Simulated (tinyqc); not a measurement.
# Oxidation of curved silicon (wires and holes): cylindrical Deal-Grove kinetics with stress-retarded reaction, step by step

A worked calculation. Computed by tinyqc, a small Python program that keeps every step. Command: `OMP_NUM_THREADS=1 python tinyqc.py 3006301 3006302 out.jsonl wireox walk`. One thread of a shared host (Intel(R) Xeon(R) Processor @ 2.30GHz), about 0.01 s of CPU time with the checks. Intermediate numbers are printed to about 6 digits and carried at full precision; extremes and crossings named in words are read from the listed rows.

Silicon fills r < a and oxide a < r < b. One volume of silicon gives 2.25 volumes of oxide, and the length is fixed.

Inputs (values chosen for the exercise, close to those used for silicon in steam):

| quantity | value | unit |
|---|---|---|
| prefactor B0 | 364 | um^2/h |
| activation energy E_B | 0.784 | eV |
| prefactor (B/A)0 | 1.17e+08 | um/h |
| activation energy E_A | 2.03 | eV |
| starting silicon radius a0 | 110 | nm |
| starting oxide x_i | 3 | nm |
| viscosity prefactor eta0 | 2.3e-08 | Pa s |
| viscosity energy E_eta | 5.69 | eV |
| critical shear stress s_c | 35 | MPa |
| activation volume V_k | 12 | angstrom^3 |
| temperature T | 800 | C |
| time t | 1.1 | h |

Shape: wire (convex).

Constants: k_B = 8.617333262e-05 eV/K.

## Planar constants and viscosity

B = B0 exp(-E_B/(k_B T)), B/A = (B/A)0 exp(-E_A/(k_B T)), eta = eta0 exp(E_eta/(k_B T)); 1 um = 1000 nm. Temperatures in kelvin are T(C) + 273.15.

B = 75725.7 nm^2/h

B/A = 34.2612 nm/h

low-stress viscosity eta = 1.21165e+19 Pa s

k_B T = 0.0924769 eV

## Rate at the start

Geometry: b^2 = b0^2 + 1.25 (a0^2 - a^2), b0 = a0 + x_i. Rate of oxide made per interface area: q = 1/[1/k + 2 a |ln(b/a)|/B], and |da/dt| = q/2.25. Reaction k = (B/A) exp(-sigma V_k/(k_B T)). New oxide pushes the old with radial speed u = 1.25 |da/dt| at r = a; the shear stress at radius r is s_c asinh(z a^2/r^2), z = 2 eta u/(a s_c) (Eyring flow), and the compressive normal stress at the interface is sigma = |int_a^b 2 s/r dr| = s_c |F(z) - F(z a^2/b^2)|, F(y) = int_0^y asinh(w)/w dw. q and sigma are solved together. 1 MPa angstrom^3 = 6.241509e-6 eV.

oxide radius b0 = 113 nm

rate q without stress = 34.1697 nm/h

normal stress sigma = 33.8218 MPa

factor on the reaction = 0.972979

rate q with stress = 33.2488 nm/h

## State after time t

Integrate da/dt adaptively (tolerance 1e-8); a wire counts as consumed at a = 0.5 nm and a hole as closed at b = 0.5 nm. Planar reference: x^2 + A x = B t + x_i^2 + A x_i, A = B/(B/A).

silicon radius a = 95.9488 nm

oxide thickness = 32.0602 nm

normal stress at time t = 354.289 MPa

planar thickness = 39.9687 nm

ratio to the planar thickness = 0.802133

Stress now cuts the reaction constant to 75 % of its planar value. Caution: the oxide is taken as a purely viscous fluid in steady flow; elasticity, stress-dependent diffusion and thin-oxide enhancement are left out.

## Geometry alone against geometry with stress

A dash marks a stress-free run that has consumed the wire or closed the hole.

Oxide thickness (nm):

| t (h) | planar | curved, no stress | curved, with stress | a (nm) | sigma (MPa) |
|---|---|---|---|---|---|
| 0.033 | 4.1270 | 4.1074 | 4.0725 | 109.515 | 45.854 |
| 0.110 | 6.7522 | 6.6643 | 6.5108 | 108.403 | 73.105 |
| 0.220 | 10.4917 | 10.2539 | 9.8502 | 106.858 | 110.221 |
| 0.440 | 17.9335 | 17.2254 | 16.0832 | 103.908 | 179.013 |
| 0.770 | 29.0046 | 27.2163 | 24.5124 | 99.781 | 271.489 |
| 1.100 | 39.9687 | 36.7160 | 32.0602 | 95.949 | 354.289 |
| 1.650 | 58.0125 | 51.6160 | 43.1329 | 90.091 | 476.889 |
| 2.200 | 75.7806 | 65.5236 | 52.7553 | 84.767 | 585.745 |

At 2.2 h the thickness is 0.865 of the planar value from geometry alone and 0.696 with stress. On a wire the new oxide spreads over a larger circumference, which thins it, while the oxidant converges on a smaller interface. Stress takes 19 % off the stress-free value. Caution: elasticity of the oxide, stress-dependent diffusion and thin-oxide enhancement are left out.

Checks made by the program: large-radius limit against the planar law (relative difference 4e-08).
